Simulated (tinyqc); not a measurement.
# Undoped symmetric double-gate MOSFET, analytic potential model: effects of single changes

An undoped body of thickness ts between two equal insulators and tied gates; long channel, electrons only, n = ni exp((psi - V)/Vt) with V the quasi-Fermi potential (0 at the source, Vd at the drain), constant mobility, no quantisation. Across the body psi(x) = V - 2 Vt ln[(ts/(2 beta)) sqrt(q ni/(2 eps0 eps_r Vt)) cos(2 beta x/ts)], x from the centre. Q is the electron charge per area of the whole body.

Inputs (values chosen for the exercise); material values close to those of gallium arsenide:
```
symbol    value        unit                                             meaning
T           273           K                                         temperature
Eg         1.44          eV                                            band gap
eps_r        13                      relative permittivity of the semiconductor
Nc      3.85e17       cm^-3              conduction-band density of states at T
Nv       7.8e18       cm^-3                 valence-band density of states at T
eox        7.86                     relative permittivity of the gate insulator
tox         5.9          nm                                 insulator thickness
ts           12          nm                                      body thickness
dphi      -0.13           V  gate work function less that of the intrinsic body
mu          210  cm^2/(V s)                                    channel mobility
L           0.2          um                                         gate length
Vd          0.1           V                                       drain voltage
```

Constants: q = 1.602176634e-19 C, kB = 1.380649e-23 J/K, Vt = kB T/q, eps0 = 8.8541878128e-14 F/cm where lengths are in cm. Results are converted to the units shown.

Each table varies one quantity; the others keep the values above.

## Effect of the gate work function less that of the intrinsic body

ni = sqrt(Nc Nv) exp(-Eg/(2 Vt)), Eg in volts; r = eps_r tox/(eox ts); V0 = dphi + 2 Vt ln[(2/ts) sqrt(2 eps0 eps_r Vt/(q ni))]. beta (between 0 and pi/2) solves (Vg - V0 - V)/(2 Vt) = ln(beta) - ln(cos beta) + 2 r beta tan(beta). Q = 8 eps0 eps_r Vt beta tan(beta)/ts; I = mu (1/L)(4 eps0 eps_r/ts)(2 Vt)^2 [g(beta_s) - g(beta_d)] per width, g = beta tan(beta) - beta^2/2 + r beta^2 tan^2(beta), with beta_s at V = 0 and beta_d at V = Vd.  I(low) is taken at Vg = 0.33 V, Qs and I(high) at Vg = 1.08 V.

Effect of the gate work function less that of the intrinsic body:

| dphi (V) | V0 (V) | I(low) (nA/um) | Qs(high) (nC/cm^2) | I(high) (uA/um) |
|---|---|---|---|---|
| -0.28 | 0.4256 | 73.17 | 1321 | 127.3 |
| -0.23 | 0.4756 | 8.988 | 1212 | 116.0 |
| -0.18 | 0.5256 | 1.077 | 1104 | 104.7 |
| -0.13 | 0.5756 | 0.1286 | 997.1 | 93.58 |
| -0.08 | 0.6256 | 0.01536 | 891.0 | 82.57 |
| -0.03 | 0.6756 | 0.001834 | 786.1 | 71.71 |
| 0.02 | 0.7256 | 2.189e-4 | 682.7 | 61.05 |

As dphi goes from -0.28 to 0.02 V, I(low) falls from 73.2 to 2.19e-4 nA/um and I(high) falls from 127 to 61.0 uA/um. V0 rises from 0.426 to 0.726 V. In every row the surface density at the source at the higher gate voltage passes 0.3 Nc, where Boltzmann statistics fail.

## Transfer curve and volume inversion

Q = 8 eps0 eps_r Vt beta tan(beta)/ts; I = mu (1/L)(4 eps0 eps_r/ts)(2 Vt)^2 [g(beta_s) - g(beta_d)] per width, g = beta tan(beta) - beta^2/2 + r beta^2 tan^2(beta), with beta_s at V = 0 and beta_d at V = Vd. The drop is psi(surface) - psi(centre) at the source end; C = dQs/dVg, Cg = 2 eps0 eox/tox; gm = dI/dVg.

Results:

| Vg (V) | Qs (nC/cm^2) | drop (mV) | C/Cg | I (uA/um) | gm/I (1/V) |
|---|---|---|---|---|---|
| 0.28 | 6.307e-4 | 8.219e-5 | 1.136e-5 | 1.536e-5 | 42.51 |
| 0.46 | 1.290 | 0.1679 | 0.02261 | 0.03185 | 41.91 |
| 0.54 | 23.79 | 3.033 | 0.2835 | 0.7245 | 33.66 |
| 0.63 | 125.8 | 14.67 | 0.6257 | 6.714 | 16.91 |
| 0.72 | 274.5 | 28.42 | 0.7566 | 19.94 | 8.590 |
| 0.8 | 423.3 | 39.47 | 0.8158 | 34.62 | 5.582 |
| 0.89 | 601.2 | 50.22 | 0.8566 | 52.69 | 3.927 |
| 0.98 | 786.1 | 59.42 | 0.8835 | 71.71 | 3.003 |

Estimate the missing row, Vg = 0.37 V.

Computed row:

| Vg (V) | Qs (nC/cm^2) | drop (mV) | C/Cg | I (uA/um) | gm/I (1/V) |
|---|---|---|---|---|---|
| 0.37 | 0.02891 | 0.003767 | 5.206e-4 | 7.041e-4 | 42.49 |

With this row back in the table: The current rises from 1.54e-5 to 71.7 uA/um. In the first row gm/I is 42.5 1/V, within 0.01 % of 1/Vt: with no depletion charge the whole body follows the gate, and the swing is ideal. The drop between surface and centre goes from 8.2e-5 to 59.4 mV and passes Vt at Vg = 0.72 V among the rows; below that the density varies across the body by less than a factor of e (volume inversion). C reaches 0.88 of Cg in the last row. For Vg = 0.54 to 0.98 V the surface density at the source passes 0.3 Nc, where Boltzmann statistics fail.

## Effect of the insulator thickness

Same model as above.

The same in every row: V0 (V) = 0.57558.

Results:

| tox (nm) | I(low) (nA/um) | Qs(high) (nC/cm^2) | I(high) (uA/um) |
|---|---|---|---|
| 2 | 0.12863 | 2631.4 | 244.08 |
| 2.8 | 0.12863 | 1948.9 | 181.50 |
| 4.1 | 0.12863 | 1384.4 | 129.46 |
| 5.9 | 0.12863 | 997.13 | 93.579 |
| 8.5 | 0.12863 | 716.10 | 67.420 |
| 18 | 0.12862 | 360.26 | 34.102 |

Estimate the missing row, tox = 12 nm.

Computed row:

| tox (nm) | I(low) (nA/um) | Qs(high) (nC/cm^2) | I(high) (uA/um) |
|---|---|---|---|
| 12 | 0.12862 | 522.83 | 49.355 |

With this row back in the table: As tox goes from 2 to 18 nm, I(low) stays near 0.129 nA/um and I(high) falls from 244 to 34.1 uA/um. On average I(low) is independent of tox and I(high) goes as tox^(-0.90). Below threshold no voltage drops over the insulator in this long-channel model, so its thickness does not matter there. In every row the surface density at the source at the higher gate voltage passes 0.3 Nc, where Boltzmann statistics fail.

tinyqc, about 0.01 s, one thread, Intel Xeon 2.30GHz (shared host): `OMP_NUM_THREADS=1 python tinyqc.py 2440051 2440052 out.jsonl`
